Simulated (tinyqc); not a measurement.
Peak shift with the field.

The DLTS signal is S = C(t2) - C(t1), the change of the capacitance transient between two sampling times. Emission rate en = sn vth(T) Nc(T) exp(-Et/kB T) = sn g T^2 exp(-Et/kB T), g = vth Nc/(300 K)^2, as vth goes as T^0.5 and Nc as T^1.5 (degeneracy factor 1). For an exponential transient S peaks where en = ew = ln(t2/t1)/(t2 - t1). A Coulomb centre of charge +q (when empty) in the field F lowers its barrier by dE = sqrt(q F/(pi eps0 eps_r)) along the field. One-dimensional rate: en exp(b), b = dE/kB T; three-dimensional (Hartke): en {[1 + (b - 1) exp(b)]/b^2 + 1/2}. The peak temperatures solve rate = ew.

Parameters, values chosen for the exercise; material values those of a made-up semiconductor:
- eps_r = 9.71 (relative permittivity)
- Nc = 3.23e19 cm^-3 (conduction-band density of states at 300 K)
- vth = 2.1e7 cm/s (thermal velocity at 300 K)
- Et = 0.28 eV (depth of the trap below the conduction edge)
- sn = 1.5e-17 cm^2 (capture cross-section)
- t1 = 1 ms (first sampling time)
- t2 = 2.5 ms (second sampling time)

Constants: q = 1.602176634e-19 C, kB = 1.380649e-23 J/K, eps0 = 8.8541878128e-14 F/cm where lengths are in cm. Results are converted to the units shown.

Peak shift with the field:

| F (kV/cm) | dE (meV) | T peak, one-dimensional (K) | T peak, three-dimensional (K) |
|---|---|---|---|
| 1.9 | 10.62 | 197.9 | 202.2 |
| 4.4 | 16.16 | 194.3 | 200.6 |
| 10 | 24.36 | 188.9 | 197.9 |
| 23 | 36.94 | 180.6 | 193.0 |
| 54 | 56.60 | 167.6 | 183.6 |
| 120 | 84.37 | 149.1 | 167.8 |
| 280 | 128.9 | 118.7 | 139.0 |

dE grows as the square root of F, from 10.6 to 129 meV. The peak, at 204.8 K without field, moves down by 86.1 K (one-dimensional) or 65.8 K (three-dimensional) in the last row. A centre that is neutral when empty has no such long-range lowering, so the shift tells the charge state.

tinyqc, about 0.01 s, one thread, Intel Xeon 2.30GHz (shared host): `OMP_NUM_THREADS=1 python tinyqc.py 2050027 2050028 out.jsonl`
